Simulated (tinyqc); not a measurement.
Frequency dispersion of an accumulation capacitance by border traps, distributed model: two steps of the calculation.

Traps spread evenly through the insulator exchange electrons with the semiconductor by tunnelling, with tau(x) = t0 exp(2 ka x) at depth x from the interface. The admittance per area Y seen at depth x obeys dY/dx = -Y^2/(i w eps0 eox) + q Nb ln(1 + i w tau)/tau, with Y(0) = i w Cs and w = 2 pi f; the gate sees Y(tox) = G + i w C. Working variable y = Y/(i w), in uF/cm^2. Cox = eps0 eox/tox.

Inputs (values chosen for the exercise); permittivity close to that of aluminium oxide:
```
symbol   value         unit                                               meaning
eox       8.65                             relative permittivity of the insulator
tox        9.5           nm                                   insulator thickness
Cs         4.8      uF/cm^2             semiconductor capacitance in accumulation
Nb      1.7e19  cm^-3 eV^-1                               density of border traps
ka         4.5         1/nm  decay constant of the wave function in the insulator
t0       7e-11            s              time constant of a trap at the interface
f          1e6           Hz                                             frequency
xe         1.4           nm               depth down to which the steps are taken
```

Constants: q = 1.602176634e-19 C, eps0 = 8.8541878128e-14 F/cm where lengths are in cm. Results are converted to the units shown.

Question 1. Scales and lumped estimate. Cox; trap-free value 1/(1/Cox + 1/Cs); response depth d = ln(1/(w t0))/(2 ka), where w tau = 1; lumped estimate: all traps within d act as C_bt = q Nb d placed at d/2, so C = 1/{1/[1/(1/Cs + d/(2 eps0 eox)) + C_bt] + (tox - d/2)/(eps0 eox)}.

Find: Cox; trap-free C; d; C_bt; lumped C.

Answer 1.

Cox = 0.80620 uF/cm^2
trap-free C = 0.69026 uF/cm^2
d = 0.85879 nm
C_bt = 0.23391 uF/cm^2
lumped C = 0.69768 uF/cm^2

The traps within reach amount to 0.0487 Cs and lie in the first 9.04 % of the insulator.

Question 2. Capacitance and conductance at the gate. Beyond xe the traps are ignored, so 1/y(tox) = 1/y(xe) + (tox - xe)/(eps0 eox); C = Re y, G/w = -Im y, loss tangent G/(w C).

y at xe = 2.6886486-0.0330505i uF/cm^2

Find: y at the gate; C; G/w; loss tangent.

Answer 2.

y at the gate = 0.6996-0.0022i uF/cm^2
C = 0.6996 uF/cm^2
G/w = 0.002237 uF/cm^2
loss tangent = 0.003198

tinyqc, about 0.6 s, one thread, Intel Xeon 2.30GHz (shared host): `OMP_NUM_THREADS=1 python tinyqc.py 2202219 2202220 out.jsonl`
